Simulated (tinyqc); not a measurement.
# Worked calculation: lossy on-chip transmission line with skin effect

Program tinyqc, `OMP_NUM_THREADS=1 python tinyqc.py 2810211 2810212 out.jsonl`; Intel Xeon 2.30GHz, shared host, one thread, about 0.01 s. Printed values are rounded.

A uniform line in a homogeneous dielectric: c = sqrt(er)/(c0 Z0), l = Z0 sqrt(er)/c0 (c0 = 299792458 m/s), g = w c td, w = 2 pi f. The resistance joins its limits as r = sqrt(r_dc^2 + r_hf^2), with r_dc = rho/(wd th), r_hf = kr rho/(2 delta (wd + th)), delta = sqrt(rho/(pi f mu0)), mu0 = 4 pi 1e-7 H/m; this is an interpolation, and internal inductance, up to 0.05 nH/mm at low frequency, is neglected.

Values chosen for this exercise:
- wd = 2.2 um (width of the strip)
- th = 0.77 um (thickness of the strip)
- rho = 2 uohm cm (resistivity)
- er = 3.5 (relative permittivity)
- td = 0.01 (loss tangent)
- Z0 = 40 ohm (lossless impedance sqrt(l/c))
- kr = 1.5 (factor for crowding and the return path)
- len = 3.1 mm (length)
- Rg = 25 ohm (source resistance)
- RL = 1000 ohm (load resistance)
- CL = 100 fF (load capacitance)
- f = 1.1 GHz (frequency)

## Line constants

delta, r_dc, r_hf, r, l, c and g as defined.

delta = 2.14604 um
r_dc = 11.8064 ohm/mm
r_hf = 2.35340 ohm/mm
r = 12.0386 ohm/mm
l = 0.249617 nH/mm
c = 156.010 pF/m
g = 0.0107827 S/m

r is 1.02 times r_dc; the skin depth is 2.79 of the thickness.

## Propagation constant and impedance

gamma = sqrt((r + i w l)(g + i w c)) = alpha + i beta, Zc = sqrt((r + i w l)/(g + i w c)), roots with positive real part; loss 8.685889638 alpha in dB; phase velocity w/beta.

gamma len = 0.233877+0.267073i
Zc = 80.5909-69.1623i ohm
loss = 0.655301 dB/mm
phase velocity over c0 = 0.267598
r/(w l) = 6.97801

r exceeds w l, so the line behaves mainly as an RC line at this frequency.

## Reflection, input impedance and transfer

ZL = 1/(1/RL + i w CL); reflection (ZL - Zc)/(ZL + Zc); Zin = Zc (ZL + Zc tanh(gamma len))/(Zc + ZL tanh(gamma len)); H = V_load/V_source = [Zin/(Zin + Rg)]/[cosh(gamma len) + (Zc/ZL) sinh(gamma len)].

ZL = 676.732-467.724i ohm
reflection at the load = 0.772181+0.021142i
Zin = 75.346-234.073i ohm
H = 0.922981-0.172881i
|H| = -0.546387 dB
